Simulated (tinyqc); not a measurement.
From results back to parameters: Penn model of the dielectric constant and Phillips ionicity. Three cases, with inputs chosen for the exercise.

Problem. eps was computed from a and a hidden C.

n = 32/a^3; Ep^2 = 8 pi c e2 n with c = hbar^2/2m0, e2 = e^2/(4 pi eps0); EF = c (3 pi^2 n)^(2/3); eps = 1 + (Ep/Eg)^2 S with S = 1 - Eg/(4 EF) + (Eg/(4 EF))^2/3, Eg the Penn gap. Core d shells are left out.

Phillips: bond length d = sqrt(3) a/4; homopolar gap Eh = 39.74 d^(-2.48) eV (d in angstrom); Eg^2 = Eh^2 + C^2; ionicity fi = C^2/Eg^2.

Constants: hbar^2/2m0 = 3.80998211 eV angstrom^2; e^2/(4 pi eps0) = 14.39964547 eV angstrom.

Find: Eg; Eh; C; fi.

Method. eps falls steadily with Eg, so one Eg fits; C^2 = Eg^2 - Eh^2.

Case 1.

Values chosen (out of a larger set: near those of ZnSe; not measured data): a = 5.643 angstrom (cubic lattice constant, 32 valence electrons a cell).

eps = 4.78348

Solution.

Eg = 7.418 eV
Eh = 4.335 eV
C = 6.02 eV
fi = 0.659

Case 2.

Values chosen (out of a larger set: near those of CdTe; not measured data): a = 6.469 angstrom (cubic lattice constant, 32 valence electrons a cell).

eps = 5.48614

Solution.

Eg = 5.558 eV
Eh = 3.089 eV
C = 4.62 eV
fi = 0.691

Case 3.

Values chosen (out of a larger set: near those of GaN; not measured data): a = 4.505 angstrom (cubic lattice constant, 32 valence electrons a cell).

eps = 4.93062

Solution.

Eg = 10.303 eV
Eh = 7.578 eV
C = 6.98 eV
fi = 0.459

Computed by tinyqc, one run a case: `OMP_NUM_THREADS=1 python tinyqc.py N N+1 out.jsonl` with N = 1650663, 1650719, 1650766; one thread of a shared Intel(R) Xeon(R) Processor @ 2.30GHz, about 0.01 s a run at most.
